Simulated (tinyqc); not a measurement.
## Thickness from two neighbouring fringes

Inverse problem. At normal incidence a transparent film with an index between those of air and substrate, taken as constant, has reflectance minima at 2 n1 d = (m + 1/2) lam (small phase shifts at the substrate neglected). Find d and the order m of the shorter wavelength.

Inputs (values chosen for the exercise): index of the transparent film n1 = 1.662.

wavelengths of two neighbouring reflectance minima (nm): [490, 555.33333]

Answer. Neighbouring orders differ by one: 2 n1 d (1/lam1 - 1/lam2) = 1.

d = 1.25e3 nm
m = 8

Numbers from tinyqc (`OMP_NUM_THREADS=1 python tinyqc.py 2870130 2870131 out.jsonl`; about 0.6 s on one thread of a shared Intel Xeon 2.30GHz).
